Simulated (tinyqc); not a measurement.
## Threshold spread from leakage statistics

Problem. VT is Gaussian with standard deviation s and Ioff goes as exp(-VT/(n Vt)), so Ioff is log-normal: mean/median = exp(w^2/2) with w = s/(n Vt). Find w, s, the relative standard deviation sqrt(exp(w^2) - 1) and the share of devices that leak more than the mean, erfc(w/(2 sqrt(2)))/2.

Parameters, values chosen for the exercise:
- T = 300 K (temperature)
- n = 1.42 (subthreshold factor)

Constants: q = 1.602176634e-19 C, kB = 1.380649e-23 J/K, Vt = kB T/q. Results are converted to the units shown.

mean/median of the off current = 3.3310188

Solution. w = sqrt(2 ln(mean/median)); the mean lies w/2 standard deviations out in ln Ioff.

w = 1.551
s = 56.95 mV
relative standard deviation = 3.177
share above the mean = 21.90 %

Program tinyqc, `OMP_NUM_THREADS=1 python tinyqc.py 2090111 2090112 out.jsonl`; Intel Xeon 2.30GHz, shared host, one thread, about 0.01 s.
